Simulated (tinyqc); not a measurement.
Worked calculation: LDA (VWN5) atom on a uniform radial grid, spin-unpolarised, for Be(2+). Computed by tinyqc, a small Python program that keeps every step. Settings: Z = 4, points = 192, R = 6.2, functional = lda,vwn, mixing = 0.6, iteration cap = 72. Command: `OMP_NUM_THREADS=1 python tinyqc.py 29499 29500 out.jsonl` (the two numbers bound the seeds that draw the settings). One thread of a shared host (Intel(R) Xeon(R) Processor @ 2.60GHz), about 0.1 s of CPU time with the checks. Later iterations appear only in the table of the cycle.

## Iteration 1

Spherical atom on a uniform radial grid r_j = j h with h = R/(N + 1), h sum u^2 = 1 and integrals as h times sums, u(0) = u(R) = 0 (atomic units):
```
parameter,value
Z,4
points N,192
R,6.200000
h,0.032124
mixing,0.600000
electrons in 1s,2
```

Three-point differences turn -u''/2 + [l(l+1)/2r^2 - Z/r + V] u = e u into a tridiagonal matrix (diagonal 1/h^2 + potential, off-diagonal -1/2h^2). D = sum f u^2; the Hartree potential y/r solves y'' = -D/r with y(0) = 0, y(R) = N_e; v_xc comes from rho = D/(4 pi r^2); E = sum f e - int D V + int D (V_H/2 + eps_xc); V(new) = V + mixing (V_H + v_xc - V).

eigenvalues (hartree): 1s -7.967247

Every 12th grid point:
```
r,V in,u(1s),D,V_H,v_xc
0.385492,0.000000,1.319831,3.483907,4.582340,-1.297685
0.770984,0.000000,0.567164,0.643351,2.571646,-0.494524
1.156477,0.000000,0.182794,0.066827,1.728440,-0.193847
1.541969,0.000000,0.052367,0.005485,1.297001,-0.077302
1.927461,0.000000,0.014065,0.000396,1.037633,-0.030683
2.312953,0.000000,0.003626,0.000026,0.864695,-0.011917
2.698446,0.000000,0.000909,1.65e-06,0.741167,-0.004513
3.083938,0.000000,0.000223,9.97e-08,0.648522,-0.001676
3.469430,0.000000,0.000054,5.82e-09,0.576464,-0.000614
3.854922,0.000000,0.000013,3.32e-10,0.518817,-0.000223
4.240415,0.000000,3.04e-06,1.85e-11,0.471652,-0.000081
4.625907,0.000000,7.14e-07,0,0.432348,-0.000029
5.011399,0.000000,1.66e-07,0,0.399090,0.000000
5.396891,0.000000,3.84e-08,0,0.370584,0.000000
5.782383,0.000000,8.48e-09,0,0.345878,0.000000
6.167876,0.000000,4.42e-10,0,0.324261,0.000000
```

total energy = -13.23721972 hartree

## Iteration 2

As before.

eigenvalues (hartree): 1s -5.907831

Every 12th grid point:
```
r,V in,u(1s),D,V_H,v_xc
0.385492,1.970793,1.305224,3.407221,4.463981,-1.288527
0.770984,1.246273,0.632623,0.800424,2.558918,-0.529089
1.156477,0.920756,0.236399,0.111769,1.727357,-0.226330
1.541969,0.731819,0.079652,0.012689,1.296918,-0.099279
1.927461,0.604170,0.025399,0.001290,1.037626,-0.043851
2.312953,0.511667,0.007829,0.000123,0.864695,-0.019192
2.698446,0.441992,0.002358,0.000011,0.741167,-0.008262
3.083938,0.388108,0.000698,9.76e-07,0.648522,-0.003500
3.469430,0.345510,0.000204,8.35e-08,0.576464,-0.001465
3.854922,0.311157,0.000059,7.00e-09,0.518817,-0.000608
4.240415,0.282943,0.000017,5.78e-10,0.471652,-0.000251
4.625907,0.259391,4.85e-06,4.70e-11,0.432348,-0.000104
5.011399,0.239454,1.38e-06,0,0.399090,-0.000043
5.396891,0.222350,3.87e-07,0,0.370584,0.000000
5.782383,0.207527,1.02e-07,0,0.345878,0.000000
6.167876,0.194556,5.85e-09,0,0.324261,0.000000
```

total energy = -13.36494145 hartree

## Convergence

Stop when input and output potentials agree to 1e-7.

Course of the cycle (hartree):
```
iteration,E,e(1s),largest |V(out) - V(in)|
1,-13.23721972,-7.967247,4.77e+00
2,-13.36494145,-5.907831,1.59e+00
3,-13.38101516,-5.183360,5.29e-01
4,-13.38274602,-4.926456,1.79e-01
5,-13.38292279,-4.834205,6.31e-02
6,-13.38294096,-4.800599,2.30e-02
7,-13.38294290,-4.788181,8.62e-03
8,-13.38294313,-4.783533,3.28e-03
9,-13.38294315,-4.781774,1.26e-03
10,-13.38294316,-4.781102,4.90e-04
11,-13.38294316,-4.780843,1.91e-04
12,-13.38294316,-4.780743,7.51e-05
13,-13.38294316,-4.780704,2.95e-05
14,-13.38294316,-4.780688,1.16e-05
15,-13.38294316,-4.780682,4.60e-06
16,-13.38294316,-4.780680,1.82e-06
17,-13.38294316,-4.780679,7.19e-07
18,-13.38294316,-4.780679,2.85e-07
19,-13.38294316,-4.780679,1.13e-07
20,-13.38294316,-4.780679,4.48e-08
```

Converged in 20 iterations. A uniform grid resolves the cusp poorly: for a bare nucleus this grid gives 1s at -7.96725 against -Z^2/2 = -8 hartree. Before convergence this energy mixes input and output and is not variational, so it may rise towards its limit.
